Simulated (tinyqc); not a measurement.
Hole mobility in a silicon inversion layer, empirical terms and Matthiessen rule: one step of the calculation.

Inversion layer of sheet density Ns on a uniformly doped body, under a high-permittivity gate with an interlayer. The mobility terms are empirical power laws with prefactors chosen for the exercise; adding their inverses (Matthiessen) is itself an approximation.

Problem. Mobility terms and their sum. With t = T/(300 K): muC = Ac (Ns/1e12 cm^-2) t/(Nb/1e17 cm^-3 + Nit/1e11 cm^-2), muP = Ap E^(-1/3) t^(-1.75), muS = As E^(-gs), muR = Ar exp(2 ti/lr)/t; 1/mu is the sum of the inverses.

Inputs (values chosen for the exercise); material values close to those of silicon: temperature T = 325 K; body doping Nb = 6.1e17 cm^-3; phonon-limited mobility at 1 MV/cm and 300 K Ap = 123 cm^2/(V s); roughness-limited mobility at 1 MV/cm As = 335 cm^2/(V s); exponent of the roughness term gs = 1.3; Coulomb prefactor Ac = 1700 cm^2/(V s); charge at the interface Nit = 1e11 cm^-2; remote-phonon mobility without interlayer Ar = 390 cm^2/(V s); interlayer thickness ti = 1.3 nm; decay length of remote phonons lr = 0.7 nm; inversion density Ns = 8.4e11 cm^-2.

E = 0.45773722 MV/cm

Find: terms; mu; shares of 1/mu.

Solution.

terms (cm^2/(V s)): Coulomb 217.89, phonon 138.74, roughness 925.22, remote phonon 14771
mu = 77.245 cm^2/(V s)
shares of 1/mu (%): Coulomb 35.452, phonon 55.676, roughness 8.3488, remote phonon 0.52297

The phonon term limits most.

tinyqc, about 0.01 s, one thread, Intel Xeon 2.30GHz (shared host): `OMP_NUM_THREADS=1 python tinyqc.py 2510167 2510168 out.jsonl`
